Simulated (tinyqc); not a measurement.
Worked calculation: UHF in the 6-31g basis, for H3, spin multiplicity 2. One step of it, computed by the program tinyqc.

Task: Iteration 1: diagonalisation and new density. Diagonalise F' = X^T F X, C = X C', fill 2 alpha and 1 beta electrons from the bottom; D(s) = C_occ C_occ^T. Each column has its largest component positive (the first on a tie).

F(alpha) (hartree), lower triangle:
```
           1H 1s      1H 2s      2H 1s      2H 2s      3H 1s      3H 2s
1H 1s   0.174736
1H 2s  -0.402853  -0.319528
2H 1s  -0.247970  -0.303567  -0.012243
2H 2s  -0.300581  -0.289850  -0.454021  -0.296967
3H 1s  -0.247847  -0.303508   0.041406  -0.050781  -0.012352
3H 2s  -0.300504  -0.289820  -0.050778  -0.119006  -0.454080  -0.297011
```

F(beta) (hartree), lower triangle:
```
           1H 1s      1H 2s      2H 1s      2H 2s      3H 1s      3H 2s
1H 1s   0.181102
1H 2s  -0.388485  -0.272193
2H 1s  -0.229380  -0.228943   0.375300
2H 2s  -0.285766  -0.231836  -0.185723  -0.091112
3H 1s  -0.229235  -0.228822  -0.052785  -0.117482   0.375394
3H 2s  -0.285669  -0.231755  -0.117511  -0.167820  -0.185608  -0.090997
```

X:
```
               1          2          3          4          5         6
1H 1s  -0.826475   0.000083   0.824152   0.714774  -0.000070  0.234580
1H 2s   1.945573  -0.000110  -0.521384   0.258327  -0.000021  0.331732
2H 1s   0.353667   0.860211   0.731907  -0.443947  -0.443647  0.177645
2H 2s  -1.101260  -1.032495  -0.534912  -0.182634  -0.369603  0.262109
3H 1s   0.353542  -0.860304   0.731912  -0.443735   0.443792  0.177598
3H 2s  -1.100886   1.032655  -0.534880  -0.182499   0.369740  0.262061
```

Give: F' = X^T F X; orbital energies; coefficients C; F' = X^T F X; orbital energies; coefficients C; D(alpha) after iteration 1; D(beta) after iteration 1.

Result:

F' = X^T F X (alpha) (hartree), lower triangle:
```
         1        2        3       4        5        6
1   0.8343
2   0.0000   0.9739
3  -0.1317   0.0000   1.0335
4  -0.4279  -0.0001   0.0173  0.4046
5   0.0000  -0.2079   0.0000  0.0000  -0.3344
6  -0.0136   0.0000  -0.0666  0.0266   0.0000  -0.5251
```

orbital energies (alpha) (hartree): MO1 -0.5288, MO2 -0.3666, MO3 0.1375, MO4 0.9461, MO5 1.0061, MO6 1.1926

coefficients C (alpha):
```
          MO1      MO2      MO3      MO4      MO5      MO6
1H 1s  0.2462  -0.0001   0.2208   0.0387  -0.0003  -1.3481
1H 2s  0.3131  -0.0001   1.2241  -0.4454   0.0001   1.5617
2H 1s  0.2229  -0.3066  -0.1382  -0.9047  -0.9186  -0.0339
2H 2s  0.2369  -0.5235  -0.7685   0.9101   0.9641  -0.3535
3H 1s  0.2230   0.3066  -0.1381  -0.9057   0.9176  -0.0343
3H 2s  0.2371   0.5236  -0.7681   0.9112  -0.9633  -0.3530
```

F' = X^T F X (beta) (hartree), lower triangle:
```
         1        2        3        4       5        6
1   0.8522
2   0.0000   1.0396
3  -0.1137   0.0000   1.0964
4  -0.4342  -0.0001  -0.0579   0.5313
5   0.0000  -0.2874   0.0000   0.0000  0.1448
6  -0.0075   0.0000   0.0004  -0.0945  0.0001  -0.3951
```

orbital energies (beta) (hartree): MO1 -0.4072, MO2 0.0605, MO3 0.2249, MO4 1.0701, MO5 1.1239, MO6 1.1971

coefficients C (beta):
```
          MO1      MO2      MO3      MO4      MO5      MO6
1H 1s  0.2866   0.0000   0.1714   0.0504   0.0008  -1.3469
1H 2s  0.4518   0.0000   1.2141   0.2554  -0.0009   1.5782
2H 1s  0.1449  -0.1835  -0.0805   0.9278   0.9505   0.0296
2H 2s  0.1790  -0.6454  -0.8804  -0.7956  -0.8865  -0.4014
3H 1s  0.1448   0.1835  -0.0804   0.9280  -0.9503   0.0284
3H 2s  0.1788   0.6456  -0.8800  -0.7958   0.8868  -0.4002
```

D(alpha) after iteration 1, lower triangle:
```
        1H 1s   1H 2s    2H 1s    2H 2s   3H 1s   3H 2s
1H 1s  0.0606
1H 2s  0.0771  0.0980
2H 1s  0.0549  0.0698   0.1437
2H 2s  0.0584  0.0742   0.2133   0.3302
3H 1s  0.0549  0.0698  -0.0443  -0.1077  0.1438
3H 2s  0.0583  0.0742  -0.1077  -0.2180  0.2134  0.3304
```

D(beta) after iteration 1, lower triangle:
```
        1H 1s   1H 2s   2H 1s   2H 2s   3H 1s   3H 2s
1H 1s  0.0821
1H 2s  0.1295  0.2041
2H 1s  0.0415  0.0654  0.0210
2H 2s  0.0513  0.0808  0.0259  0.0320
3H 1s  0.0415  0.0654  0.0210  0.0259  0.0210
3H 2s  0.0513  0.0808  0.0259  0.0320  0.0259  0.0320
```
